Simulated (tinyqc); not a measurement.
## Trap density and cross-section from triangular pulses

Question. In charge pumping, for a flat interface trap density D0 and a symmetric triangular wave, Qcp = -2 q A D0 Vt ln[vth s ni (dV/Va)/(2 f)], with s the geometric mean cross-section. Find D0, the frequency f0 where the line meets zero, and s.

Values chosen for this exercise:
```
symbol,value,unit,meaning
T,200,K,temperature
A,0.1,um^2,gate area
vth,1.1e7,cm/s,"thermal velocity at 200 K, one nominal value for electrons and holes"
dV,0.65,V,Vth - Vfb
Va,3.9,V,pulse height
```

Constants: q = 1.602176634e-19 C, kB = 1.380649e-23 J/K, Vt = kB T/q. Results are converted to the units shown.

Qcp at f = 10000 and 5e5 Hz (fC): [0.0028481779, 0.0034531045]
ni = 1.1368078e5 cm^-3

Answer. Qcp is linear in ln f: the slope gives D0 and the zero gives s = 2 f0 Va/(vth ni dV).

D0 = 2.800e10 cm^-2 eV^-1
f0 = 1.002e-4 Hz
s = 9.612e-16 cm^2

Computed by the program tinyqc: `OMP_NUM_THREADS=1 python tinyqc.py 2030162 2030163 out.jsonl`, one thread of a shared Intel Xeon 2.30GHz, about 0.01 s for the whole run.
